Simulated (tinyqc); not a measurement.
Mobility of a non-polar semiconductor in the relaxation-time approximation: one step, computed by the program tinyqc. Command: `OMP_NUM_THREADS=1 python tinyqc.py 3031135 3031136 out.jsonl rta walk`. One thread of a shared host (Intel(R) Xeon(R) Processor @ 2.30GHz), about 0.01 s of CPU time with the checks.

Each valley is treated as a sphere of mass m_d for states and rates, with one isotropic relaxation time; the conductivity mass m_c sets the current.

Task: Rates at a few energies. Parabolic band: E = hbar^2 k^2/(2 m), speed v = hbar k/m, states per spin, volume and energy g(E) = m k/(2 pi^2 hbar^2). Here m = m_d. Masses are multiplied by m_0 and all formulas are in SI units. Phonon occupation N_q = 1/(exp(hbar w/(k_B T)) - 1). Acoustic deformation potential (elastic, equipartition, absorption and emission together): 1/tau = 2 pi k_B T D_A^2 g(E)/(hbar rho v_l^2). Optical or intervalley deformation potential: 1/tau = (pi Z_f D_o^2/(rho w)) [N_q g(E + hbar w) + (N_q + 1) g(E - hbar w)], with g = 0 below the band edge. Each optical term is multiplied by (1 - f(E'))/(1 - f(E)), E' the final energy, for Pauli blocking. Singly charged impurities, momentum relaxation: 1/tau = N_I e^4 m (1 + 2 alpha E) Phi/(8 pi (eps_s eps_0)^2 hbar^3 k^3), with alpha = 0 for a parabolic band. Conwell-Weisskopf: Phi = ln(1 + y^2), y = 4 pi eps_s eps_0 E N_I^(-1/3)/e^2 (largest impact parameter N_I^(-1/3)/2). Neutral impurities (Erginsoy): 1/tau = 20 N_n a_B hbar/m, a_B = 4 pi eps_s eps_0 hbar^2/(m e^2).

Inputs (values chosen for the exercise, for a model non-polar semiconductor):
```
quantity                                            value       unit
static permittivity eps_s                             8.9          -
density rho                                          2730     kg/m^3
sound velocity v_l                                   5890        m/s
acoustic deformation potential D_A                    7.4         eV
phonon energy hbar w                                 31.9        meV
optical or intervalley deformation potential D_o      7.2  1e8 eV/cm
final valleys Z_f                                       2          -
temperature T                                         300          K
neutral impurity density N_n                      7.7e+16     1/cm^3
```

Band: parabolic. Impurity formula: Conwell-Weisskopf. Further scattering: neutral impurities.

reduced Fermi level eta = -0.4093927

density-of-states mass m_d = 0.1048297 m_0

ionised impurity density N_I = 1.40e+18 1/cm^3

Constants: k_B = 8.617333262e-05 eV/K; k_B = 1.380649e-23 J/K; e = 1.602176634e-19 C; hbar = 1.054571817e-34 J s; m_0 = 9.1093837015e-31 kg; hbar = 6.582119569e-16 eV s; eps_0 = 8.8541878128e-12 F/m.

Give: Rates (1e12/s) at E = (max(eta, 0) + 0.5, 1, 2, 4) k_B T.

Result:

Rates (1e12/s) at E = (max(eta, 0) + 0.5, 1, 2, 4) k_B T:
```
E (meV)  acoustic  optical  ionised impurity  neutral impurity
12.93     0.30047   0.4978            29.572            7.6407
25.85     0.42493   0.5228            28.208            7.6407
51.70     0.60094   1.3290            19.866            7.6407
103.41    0.84986   2.3661            11.149            7.6407
```
